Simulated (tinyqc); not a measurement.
From results back to parameters: k.p values derived from sp3s* tight binding at Gamma. Four cases, with inputs chosen for the exercise.

Problem. The electron mass obeys m0/m = A + Ep/EG, where A gathers the direct term and the higher bands, and Ep = P^2/c with c = hbar^2/2m0, P = (a/4)(sa pc Vsapc + sc pa Vscpa). The mass comes from a hidden Vscpa (s cation, p anion); sa, sc are the anion and cation parts of S+, the upper s level at Gamma, and pa, pc those of P-, the lower p level (P+ is the upper one).

Constants: hbar^2/2m0 = 3.80998211 eV angstrom^2.

Case 1.

Values chosen (out of a larger set: near a published set for Ge, fitted to gaps, whose masses and valley positions are rough; not measured data): a = 5.655 angstrom (lattice constant); Vsapc = 5.445 eV (s anion, p cation).

m = 0.0645938 m0
A = -1.78073
EG = 0.901000 eV

sa, sc, pa, pc: 0.707107  -0.707107  0.707107  -0.707107

Case 2.

Values chosen (out of a larger set: near a published set for GaAs, fitted to gaps, whose masses and valley positions are rough; not measured data): a = 5.655 angstrom (lattice constant); Vsapc = 4.462 eV (s anion, p cation).

m = 0.1157532 m0
A = -1.54901
EG = 1.515710 eV

sa, sc, pa, pc: 0.547799  -0.836610  0.884277  -0.466963

Case 3.

Values chosen (out of a larger set: near a published set for SiC, fitted to gaps, whose masses and valley positions are rough; not measured data): a = 4.359 angstrom (lattice constant); Vsapc = 9.485 eV (s anion, p cation).

m = 0.4745673 m0
A = -2.48587
EG = 5.824737 eV

sa, sc, pa, pc: 0.653945  -0.756542  0.820235  -0.572027

Case 4.

Values chosen (out of a larger set: near a published set for GaAs, fitted to gaps, whose masses and valley positions are rough; not measured data): a = 5.657 angstrom (lattice constant); Vsapc = 4.425 eV (s anion, p cation).

m = 0.1158475 m0
A = -1.53375
EG = 1.496742 eV

sa, sc, pa, pc: 0.548316  -0.836271  0.881550  -0.472091

Find: Ep; Vscpa.

Solution. Ep = (m0/m - A) EG gives |P|; both terms of P have the sign of sc pa, and the linear relation gives Vscpa. A is held fixed, though its part from P+ also depends on Vscpa.

Case 1.

Ep = 15.55 eV
Vscpa = 5.45 eV

Case 2.

Ep = 15.44 eV
Vscpa = 5.79 eV

Case 3.

Ep = 26.75 eV
Vscpa = 9.21 eV

Case 4.

Ep = 15.22 eV
Vscpa = 5.75 eV

Computed by tinyqc, one run a case: `OMP_NUM_THREADS=1 python tinyqc.py N N+1 out.jsonl` with N = 1452662, 1452664, 1452745, 1452754; one thread of a shared Intel(R) Xeon(R) Processor @ 2.30GHz, about 0.01 s a run at most.
